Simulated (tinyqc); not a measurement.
Growth with time: grain growth, pinning, strength and diffusional creep of a polycrystal or thin film. Computed by tinyqc, a small Python program. Command: `OMP_NUM_THREADS=1 python tinyqc.py 3021255 3021256 out.jsonl grain walk`. One thread of a shared host (Intel(R) Xeon(R) Processor @ 2.30GHz), about 0.01 s of CPU time with the checks.

One mean grain size d describes the structure.

Inputs (values chosen for the exercise, for a model solid):
```
quantity                                    value       unit
boundary energy gamma                        0.47      J/m^2
mobility prefactor M0                     8.2e-06  m^4/(J s)
activation energy of boundary motion Q_m     2.38         eV
anneal temperature T                          877          K
initial grain size d0                          20         nm
particle volume fraction f                  0.006          -
particle radius r                             3.9         nm
film thickness h                              110         nm
surface energy gamma_s                          2      J/m^2
```

Sample: thin film on a substrate.

Constants: k_B = 8.617333262e-05 eV/K.

Method. M = M0 exp(-Q_m/(k_B T)). The driving pressure is 2 gamma/d. Zener pinning pressure 3 f gamma/(2 r) stops growth at d_Z = 4 r/(3 f). Grooves where boundaries meet the surface have the angle theta = arcsin(gamma/(2 gamma_s)) and are taken to stop growth at d_h = h/(2 theta), a few film thicknesses; the limit is 1/d_lim = 1/d_Z + 1/d_h. dd/dt = 2 M gamma (1/d - 1/d_lim) integrates to 2 M gamma t = d_lim (d0 - d) + d_lim^2 ln[(d_lim - d0)/(d_lim - d)]; without pinning d^2 = d0^2 + 4 M gamma t.

limit d_lim = 303.476 nm

mobility M = 1.72536e-19 m^4/(J s)

At T:
```
t (s)     free growth (nm)  pinned growth (nm)  d/d_lim
8.50e+02             25.99               25.59  0.08433
2.80e+03             36.17               34.98  0.11527
8.50e+03             56.19               52.92  0.17438
2.80e+04             97.38               87.33  0.28776
8.50e+04            167.25              138.08  0.45498
2.80e+05            302.03              211.30  0.69627
8.50e+05            525.46              276.20  0.91012
2.80e+06            953.22              302.67  0.99734
```

What does the comparison show, and why?

The apparent exponent d ln d/d ln t of the pinned growth is at most about 0.42, below the ideal 1/2, and falls to 0.077 in the last rows: the initial size hides the law early and pinning hides it late.
